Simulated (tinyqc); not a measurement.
## Dose and depth of a threshold implant

Problem. A sheet of D acceptors per cm^2 lies at depth xi inside the depleted layer of a body doped Na. In the depletion approximation VT = Vfb + f2 + q D/Cox + gamma sqrt(f2 + Vsb - q D xi/(eps0 eps_r)), gamma = sqrt(2 eps0 eps_r q Na)/Cox, Cox = eps0 eox/tox. Find gamma, D and xi.

Parameters, values chosen for the exercise; band and dielectric values close to those of silicon: relative permittivity eps_r = 11.7; acceptor density deep in the body Na = 7.7e15 cm^-3; relative permittivity of the gate insulator (close to silicon dioxide) eox = 3.9; insulator thickness tox = 7 nm; flat-band voltage Vfb = -0.77 V; band bending 2 phiF at threshold f2 = 0.623 V.

Constants: q = 1.602176634e-19 C, eps0 = 8.8541878128e-14 F/cm where lengths are in cm. Results are converted to the units shown.

VT against the source at Vsb = 0 and 2.3 V (V): 0.14215962  0.24969235

Solution. With y^2 = f2 - q D xi/(eps0 eps_r) and d the difference of the thresholds over gamma, sqrt(y^2 + Vsb) - y = d gives y = (Vsb - d^2)/(2 d). The first threshold then gives D, and y^2 gives xi.

gamma = 0.102 V^0.5
D = 7.10e11 cm^-2
xi = 27.0 nm

Computed by the program tinyqc: `OMP_NUM_THREADS=1 python tinyqc.py 2080156 2080157 out.jsonl`, one thread of a shared Intel Xeon 2.30GHz, about 0.4 s for the whole run.
